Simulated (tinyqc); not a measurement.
Resistance of a source-drain extension with a graded tip: two steps of the calculation.

y runs along the channel, the gate covers y > 0. The doping is N0 for y < y0 and N0 10^(-(y - y0)/la) beyond, uniform over the depth xj. Sheet conductance s(y) = q mu(N) max(N - Nch, 0) xj + (for y > 0) ma Cox Vo, with mu(N) = u0 + (u1 - u0)/(1 + (N/Nr)^au) and Cox = eps0 eox/tox. Current is taken as one-dimensional; depletion of the tip, spreading and the contact are left out. The metallurgical junction lies at yj, where N = Nch.

Inputs (values chosen for the exercise); mobility law close to that of holes in silicon: relative permittivity of the gate insulator (close to silicon dioxide) eox = 3.9; insulator thickness tox = 1.4 nm; active doping of the extension far from the gate N0 = 7.6e19 cm^-3; lateral abruptness la = 3.3 nm/decade; position under the gate where the fall begins (gate edge at 0) y0 = 0.7 nm; depth of the extension xj = 18 nm; channel doping Nch = 3.6e18 cm^-3; gate overdrive Vo = 0.47 V; mobility of the gate-induced layer ma = 35 cm^2/(V s); mobility at low doping u1 = 470.5 cm^2/(V s); mobility at high doping u0 = 44.9 cm^2/(V s); reference doping Nr = 2.23e17 cm^-3; exponent au = 0.719; gate length Lg = 45 nm.

Constants: q = 1.602176634e-19 C, eps0 = 8.8541878128e-14 F/cm where lengths are in cm. Results are converted to the units shown.

Problem 1. Sheet resistances and junction position. yj = y0 + la log10(N0/Nch); sheet resistance of the full extension 1/[q mu(N0)(N0 - Nch) xj] and of the gate-induced layer 1/(ma Cox Vo); metallurgical length Lg - 2 yj; ye is where the doped and the gate-induced conductances are equal.

Find: yj; sheet resistance of the extension; sheet resistance of the induced layer; metallurgical length; ye; N at ye.

Solution 1.

yj = 5.071 nm
sheet resistance of the extension = 934.8 ohm/square
sheet resistance of the induced layer = 2.465e4 ohm/square
metallurgical length = 34.86 nm
ye = 4.527 nm
N at ye = 5.262e18 cm^-3

The gate takes over 0.544 nm before the junction, where N is still 1.46 times the channel doping.

Problem 2. Resistance of the overlapped part. Midpoint rule on 12 equal steps from 0 to yj: R_ov = sum h/s(y), per width.

Give: y; N; doped conductance; sheet resistance; R_ov.

Solution 2.

| point | y (nm) | N (cm^-3) | doped conductance (uS) | sheet resistance (ohm/square) |
|---|---|---|---|---|
| 0 | 0.2113 | 7.600e19 | 1070 | 900.7 |
| 1 | 0.6339 | 7.600e19 | 1070 | 900.7 |
| 2 | 1.056 | 5.927e19 | 842.0 | 1133 |
| 3 | 1.479 | 4.413e19 | 633.5 | 1484 |
| 4 | 1.902 | 3.286e19 | 475.4 | 1938 |
| 5 | 2.324 | 2.447e19 | 354.8 | 2529 |
| 6 | 2.747 | 1.822e19 | 262.0 | 3305 |
| 7 | 3.169 | 1.357e19 | 189.7 | 4342 |
| 8 | 3.592 | 1.010e19 | 132.5 | 5776 |
| 9 | 4.014 | 7.524e18 | 86.34 | 7879 |
| 10 | 4.437 | 5.602e18 | 47.96 | 1.129e4 |
| 11 | 4.860 | 4.172e18 | 15.02 | 1.799e4 |

R_ov = 25.13 ohm um

Program tinyqc, `OMP_NUM_THREADS=1 python tinyqc.py 2282110 2282111 out.jsonl`; Intel Xeon 2.30GHz, shared host, one thread, about 0.04 s.
